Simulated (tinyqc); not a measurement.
FCI on RHF in the sto-6g basis, frozen core, for BeH+, spin multiplicity 1, step by step. One step of it, computed by the program tinyqc.

Problem. FCI: roots. Diagonalise (each vector has its largest component positive (the first on a tie)); all determinants have Ms = 0, so triplets appear too. The lowest singlet root is the correlation energy.

Occupation strings over the orbitals (2 doubly, a alpha, b beta, 0 empty; spin orbitals ordered 1a 1b 2a 2b ...): 220000 2ab000 2a000b 2ba000 2b000a 202000 20a00b 200200 200020 20b00a 200002

H - E(HF) between determinants (hartree), lower triangle:
```
,220000,2ab000,2a000b,2ba000,2b000a,202000,20a00b,200200,200020,20b00a,200002
220000,0.000000
2ab000,0.000000,0.185575
2a000b,0.000000,0.010067,0.666510
2ba000,0.000000,-0.033146,0.045745,0.185575
2b000a,0.000000,0.045745,-0.123336,0.010067,0.666510
202000,0.033146,0.094167,0.027555,-0.094167,-0.027555,0.736101
20a00b,-0.045745,0.027555,0.002217,0.090260,0.045567,0.122664,0.887285
200200,0.042471,0.030654,-0.030001,-0.030654,0.030001,0.052369,-0.015061,0.773397
200020,0.042471,0.030654,-0.030001,-0.030654,0.030001,0.052369,-0.015061,0.024258,0.773397
20b00a,0.045745,0.090260,0.045567,0.027555,0.002217,-0.122664,-0.045898,0.015061,0.015061,0.887285
200002,0.123336,-0.045567,0.028114,0.045567,-0.028114,0.045898,0.011441,0.026834,0.026834,-0.011441,1.373858
```

Give: lowest roots of this matrix, relative to E(HF); lowest vectors; <S^2> of these roots; weight of the ground state by excitation level 0, 1, 2, ....

Solution.

lowest roots of this matrix, relative to E(HF) (hartree): -0.0215  0.1274  0.1635  0.5388  0.6049  0.7491  0.7946  0.8707

lowest vectors:
```
,root 1,root 2,root 3,root 4
220000,0.9882,0.0000,-0.0720,0.0000
2ab000,0.0350,0.6940,0.6704,0.0596
2a000b,0.0062,-0.0806,0.0500,0.6920
2ba000,-0.0350,0.6940,-0.6704,0.0596
2b000a,-0.0062,-0.0806,-0.0500,0.6920
202000,-0.0597,0.0000,-0.2601,0.0000
20a00b,0.0572,-0.1091,0.0924,-0.1325
200200,-0.0448,0.0000,-0.0321,0.0000
200020,-0.0448,0.0000,-0.0321,0.0000
20b00a,-0.0572,-0.1091,-0.0924,-0.1325
200002,-0.0826,0.0000,0.0650,0.0000
```

<S^2> of these roots: 0.0000  2.0000  0.0000  2.0000  0.0000  0.0000  0.0000  2.0000

weight of the ground state by excitation level 0, 1, 2, ...: 0.9765  0.0025  0.0209
